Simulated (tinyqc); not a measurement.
Adding salt: a particle near a wafer in liquid: double-layer and van der Waals forces (DLVO), deposition barrier and removal. Computed by tinyqc, a small Python program. Command: `OMP_NUM_THREADS=1 python tinyqc.py 3112164 3112165 out.jsonl dlvo walk`. One thread of a shared host (Intel(R) Xeon(R) Processor @ 2.30GHz), about 0.01 s of CPU time with the checks.

Sphere and flat wall, Derjaguin approximation, constant potentials in the linear-superposition form, no retardation and no hydration force.

Inputs (values chosen for the exercise, of the order of those for silica on silicon in water):
```
quantity                             value   unit
particle radius R                      160     nm
Hamaker constant A                 1.4e-20      J
potential of the particle psi_1        -40     mV
potential of the wafer psi_2           -28     mV
salt concentration c                 0.053  mol/L
valence z of the symmetric salt          1      -
temperature T                          298      K
dielectric constant of the liquid     78.4      -
```

Constants: e = 1.602176634e-19 C; N_A = 6.02214076e+23 1/mol; eps_0 = 8.8541878128e-12 F/m; k_B = 1.380649e-23 J/K; k_B = 8.617333262e-05 eV/K.

Method:
- kappa^2 = 2 z^2 e^2 N_A (1000 c)/(eps eps_0 k_B T); gamma_i = tanh(z e psi_i/(4 k_B T)); Z = 64 pi eps eps_0 (k_B T/(z e))^2 gamma_1 gamma_2.
- The barrier height is zero when U = 0 and F = 0 together: kappa h = 1 and kappa = 6 Z/(e A), e = 2.718282 here; c follows from kappa^2, with the potentials held fixed.
- U(h) = Z R exp(-kappa h) - A R/(6 h); F(h) = -dU/dh = kappa Z R exp(-kappa h) - A R/(6 h^2), positive for repulsion.
- F = 0 reads x^2 exp(-x) = y with x = kappa h and y = A kappa/(6 Z); the left side peaks at x = 2 with 4/e^2 = 0.5413, so roots exist for smaller y: x < 2 is the barrier, x > 2 the secondary minimum.
- kappa scales as sqrt(c); potentials are held fixed. A dash marks rows without a maximum.

critical concentration = 0.189340 mol/L

kappa = 0.757455 1/nm

Z = 9.08053 pN

Against the concentration:
```
c (mol/L)  Debye length (nm)  barrier at (nm)  barrier (k_B T)  minimum at (nm)  minimum (k_B T)
1.89e-05              69.912           4.3731           310.97       7.1752e+02      -1.1414e-01
1.89e-04              22.108           2.5234           279.08       1.9467e+02      -4.1318e-01
1.89e-03               6.991           1.4912           224.45       5.0835e+01      -1.5395e+00
9.47e-03               3.123           1.0618           165.90       1.9118e+01      -3.9709e+00
3.79e-02               1.561           0.8249            98.19       7.8662e+00      -9.2460e+00
9.47e-02               0.988           0.7284            44.33       4.1793e+00      -1.6581e+01
1.70e-01               0.737           0.6994             7.00       2.6797e+00      -2.4547e+01
2.84e-01               0.570           0.7191           -26.11       1.7015e+00      -3.5454e+01
5.68e-01               0.403                -                -                -                -
```

What follows from these numbers?

At low salt the barrier tends to Z R = 353 k_B T; it is half of that between 0.0019 and 0.0095 mol/L and changes sign at 0.19 mol/L, while the secondary minimum deepens to -25 k_B T at 0.9 of that.

Extremes, crossings and ranges named in words are read from the listed rows.
